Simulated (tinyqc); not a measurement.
## Doping and barrier from two capacitances

Problem. A Schottky diode on a uniformly doped n-type layer obeys (A/C)^2 = 2 (Vbi - V - Vt)/(q eps0 eps_r Nd) in reverse bias, with phiB = Vbi + Vt ln(Nc/Nd) and image force ignored. Find Nd, Vbi and phiB.

Inputs (values chosen for the exercise); band and dielectric values close to those of In0.53Ga0.47As:

| symbol | value | unit | meaning |
|---|---|---|---|
| T | 300 | K | temperature |
| eps_r | 13.7 |  | relative permittivity |
| Nc | 2.13e17 | cm^-3 | conduction-band density of states at T |
| A | 0.00054 | cm^2 | diode area |

Constants: q = 1.602176634e-19 C, kB = 1.380649e-23 J/K, Vt = kB T/q, eps0 = 8.8541878128e-14 F/cm where lengths are in cm. Results are converted to the units shown.

C at V = -0.6 and -5.3 V (pF): 25.024683  10.462022

Solution. The slope of (A/C)^2 against -V gives Nd, the intercept Vbi - Vt, and the Fermi-level depth Vt ln(Nc/Nd) is added for the barrier.

Nd = 2.20e16 cm^-3
Vbi = 0.421 V
phiB = 0.480 eV

Numbers from tinyqc (`OMP_NUM_THREADS=1 python tinyqc.py 2020121 2020122 out.jsonl`; about 0.04 s on one thread of a shared Intel Xeon 2.30GHz).
